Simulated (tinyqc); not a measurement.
# Circuit elements from the admittance matrix

Problem. Y belongs to a common-source circuit with y11 = i w (Cgs + Cgd), y12 = -i w Cgd, y21 = gm - i w Cgd, y22 = gds + i w (Cgd + Cd) and a resistance Rg in series with the gate; w = 2 pi f. Find Rg, Cgs + Cgd, Cgd, gm, gds and Cd.

Parameters, values chosen for the exercise: signal frequency f = 1 GHz.

Y with Rg (mS):

|  | 1 | 2 |
|---|---|---|
| 1 | 0.0000119951+0.0233230762i | -0.0000051703-0.0100530938i |
| 2 | 0.1563394369-0.0101335025i | 0.0057869984+0.0248532399i |

Answer. 1/Y11 = Rg + 1/(i w (Cgs + Cgd)) gives Rg; removing it from Z11 returns the inner y, whose parts are read off.

Rg = 22.1 ohm
Cgs + Cgd = 3.71 fF
Cgd = 1.60 fF
gm = 0.156 mS
gds = 0.00578 mS
Cd = 2.35 fF

Program tinyqc, `OMP_NUM_THREADS=1 python tinyqc.py 2150018 2150019 out.jsonl`; Intel Xeon 2.30GHz, shared host, one thread, about 0.01 s.
